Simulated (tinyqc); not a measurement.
# Worked calculation: reverse leakage of an n+-p junction: diffusion, generation, trap-assisted and band-to-band tunnelling

Computed by the program tinyqc: `OMP_NUM_THREADS=1 python tinyqc.py 2290140 2290141 out.jsonl`, one thread of a shared Intel Xeon 2.30GHz, about 0.01 s for the whole run. Printed values are rounded; ~0 in a residual or rate marks an entry under 1e-11 of the largest of its column.

One-sided abrupt junction in the depletion approximation, x from the junction (0) to W on the p side, field F = F0 (1 - x/W). Flat quasi-Fermi levels, long p side. Traps generate through SRH with both lifetimes shortened by 1 + Gamma (Hurkx enhancement, form for moderate fields); band-to-band generation is local and needs a total bending above Eg.

Parameters, values chosen for the exercise; band and dielectric values close to those of silicon: temperature T = 300 K; band gap Eg = 1.1 eV; relative permittivity eps_r = 11.7; conduction-band density of states at T Nc = 2.78e19 cm^-3; valence-band density of states at T Nv = 2.62e19 cm^-3; acceptor density of the lighter side Na = 6.5e17 cm^-3; donor density of the heavier side Nd = 1e20 cm^-3; SRH lifetime of both carriers at zero field tau = 1e-6 s; trap level above the intrinsic level Et = 0 eV; tunnelling mass mt = 0.23 m0; electron diffusion coefficient on the lighter side Dn = 18 cm^2/s; band-to-band prefactor Ab = 2.1e14 cm^-0.5 V^-2.5 s^-1; band-to-band field constant Bb = 1.91e7 V/cm; reverse bias VR = 0.9 V.

Constants: q = 1.602176634e-19 C, kB = 1.380649e-23 J/K, hbar = 1.054571817e-34 J s, m0 = 9.1093837015e-31 kg, Vt = kB T/q, eps0 = 8.8541878128e-14 F/cm where lengths are in cm. Results are converted to the units shown.

Range of the model: The n+ side is degenerate, so Vbi from Boltzmann statistics is only a guide.

## Field, scales and diffusion current

ni = sqrt(Nc Nv) exp(-Eg/(2 Vt)), Eg in volts; Vbi = Vt ln(Na Nd/ni^2); W = sqrt(2 eps0 eps_r (Vbi + VR)/(q Na)); F0 = 2 (Vbi + VR)/W; FG = sqrt(24 mt m0 (kB T)^3)/(q hbar); J_diff = q ni^2 sqrt(Dn/tau)(1 - exp(-VR/Vt))/Na.

ni = 1.55446e10 cm^-3
Vbi = 1.03753 V
W = 62.0862 nm
F0 = 624.143 kV/cm
FG = 353.781 kV/cm
J_diff = 2.52693e-13 A/cm^2

## Generation rates across the layer

u = (Vbi + VR)(1 - x/W)^2, p = Na exp(-u/Vt), n = Nd exp((u - Vbi - VR)/Vt); G0 = ni^2 (1 - exp(-VR/Vt))/(tau (n + p + 2 ni cosh(Et/Vt))); Gamma = 2 sqrt(3 pi)(F/FG) exp((F/FG)^2); trap-assisted part G0 Gamma; G_bb = Ab F^2.5 exp(-Bb/F) with F in V/cm, zero unless Vbi + VR > Eg, and counted as zero under 1 cm^-3 s^-1. 13 equal steps.

```
point	x (nm)	F (kV/cm)	Gamma	G0 (cm^-3 s^-1)	G0 Gamma (cm^-3 s^-1)	G_bb (cm^-3 s^-1)
0	0.0000	624.143	243.459	2.41635e6	5.88281e8	3.31253e15
1	4.7759	576.132	141.810	1.57799e11	2.23774e13	2.11706e14
2	9.5517	528.121	85.1054	2.74547e15	2.33654e17	8.36317e12
3	14.3276	480.110	52.5533	7.77102e15	4.08393e17	1.77101e11
4	19.1034	432.099	33.3331	7.77230e15	2.59075e17	1.63728e9
5	23.8793	384.088	21.6647	7.77223e15	1.68383e17	4.85969e6
6	28.6551	336.077	14.3809	7.71339e15	1.10925e17	~0
7	33.4310	288.066	9.70200	2.26168e15	2.19428e16	0
8	38.2069	240.055	6.60236	2.42017e13	1.59788e14	0
9	42.9827	192.044	4.47512	4.48530e11	2.00722e12	0
10	47.7586	144.033	2.95038	2.01200e10	5.93617e10	0
11	52.5344	96.022	1.79389	2.19098e9	3.93037e9	0
12	57.3103	48.011	0.848731	5.79221e8	4.91603e8	0
13	62.0862	0.000	0	3.71746e8	0	0
```

## Current components

Each current is q times the trapezoid sum of its rate; J adds J_diff; J_bb under 1e-8 of the sum is given as 0.

J_SRH = 2.75930e-9 A/cm^2
J_TAT = 9.20168e-8 A/cm^2
J_bb = 1.43586e-10 A/cm^2
J = 9.49200e-8 A/cm^2

A fine grid gives J = 9.794e-8 A/cm^2; the coarse sum is 3.1 % below it. On the fine grid the largest part is trap-assisted tunnelling (97.0 %). The simple estimate q ni W/(2 tau cosh(Et/Vt)) is 2.72 times the fine-grid J_SRH of 2.843e-9 A/cm^2, since near both edges n or p is large enough to quench generation.
